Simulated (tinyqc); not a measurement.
Yield per ion against the flux ratio: ion-assisted plasma etching: sheath, surface coverage, synergy and aspect-ratio dependence. Computed by tinyqc, a small Python program. Command: `OMP_NUM_THREADS=1 python tinyqc.py 3004812 3004813 out.jsonl etch walk`. One thread of a shared host (Intel(R) Xeon(R) Processor @ 2.30GHz), about 0.05 s of CPU time with the checks.

Radicals adsorb on bare sites; ions remove covered sites with a high yield and bare sites by sputtering; a slow spontaneous reaction acts everywhere, walls included.

Inputs (values chosen for the exercise, close to those used for silicon in a halogen plasma):
```
quantity,value,unit
plasma density n_e,3.6e+11,1/cm^3
electron temperature T_e,4.7,eV
ion mass M_i,80,u
sheath voltage V,340,V
radical density n,3.7e+13,1/cm^3
radical mass M_n,80,u
gas temperature T_g,300,K
sticking coefficient s,0.76,-
radicals per removed unit x,4,-
yield slope b,0.2,eV^(-1/2)
threshold E_th,5.9,eV
sputter slope b_p,0.018,eV^(-1/2)
sputter threshold E_p,33,eV
spontaneous reaction probability k_c,0.0005,-
solid density N,5e+22,1/cm^3
ion temperature T_i,0.65,eV
```

Feature: long trench.

Constants: e = 1.602176634e-19 C; u = 1.6605390666e-27 kg; k_B = 1.380649e-23 J/K; eps_0 = 8.8541878128e-12 F/m.

Method:
- Bohm speed u_B = sqrt(e T_e/M_i); ion flux G_i = 0.61 n_e u_B; radical flux G_n = n c/4 with c = sqrt(8 k_B T_g/(pi M_n)).
- Debye length lambda_D = sqrt(eps_0 T_e/(e n_s)) with n_s = 0.61 n_e, T_e in volts; Child-law sheath d = (sqrt2/3) lambda_D (2 V/T_e)^(3/4); ion energy E = V + T_e/2; angular spread = arctan(sqrt(T_i/E)).
- Yields: Y = b (sqrt(E) - sqrt(E_th)) on covered sites, Y_p = b_p (sqrt(E) - sqrt(E_p)) on bare ones (zero below threshold).
- Steady coverage: s G_n (1 - theta) = x Y G_i theta; removal flux = Y G_i theta + Y_p G_i (1 - theta) + k_c G_n; rate = flux/N, 1 cm/s = 6e8 nm/min.
- The ion flux is fixed and the radical flux set by the ratio; the removal per ion is the removal flux over G_i.

yield Y = 3.21474

sputter yield Y_p = 0.229647

ion flux G_i = 5.22838e+16 1/(cm^2 s)

Open field:
```
G_n/G_i,theta,rate (nm/min),removal per ion
0.3,0.01742,176.8,0.2818
1,0.05580,248.9,0.3967
3,0.15060,427.1,0.6807
10,0.37148,842.9,1.3435
30,0.63939,1351.0,2.1533
100,0.85529,1777.3,2.8328
300,0.94661,2011.1,3.2054
1000,0.98336,2299.5,3.6651
3000,0.99439,2947.6,4.6980
```

What does the comparison show, and why?

Coverage reaches one half at G_n/G_i = x Y/s = 16.9. Below that the ion-assisted part follows the radical flux, on top of the sputter floor Y_p = 0.230; above it the ion-assisted part saturates at Y = 3.21 per ion, and the further rise to 4.70 comes from the spontaneous reaction, which costs anisotropy.
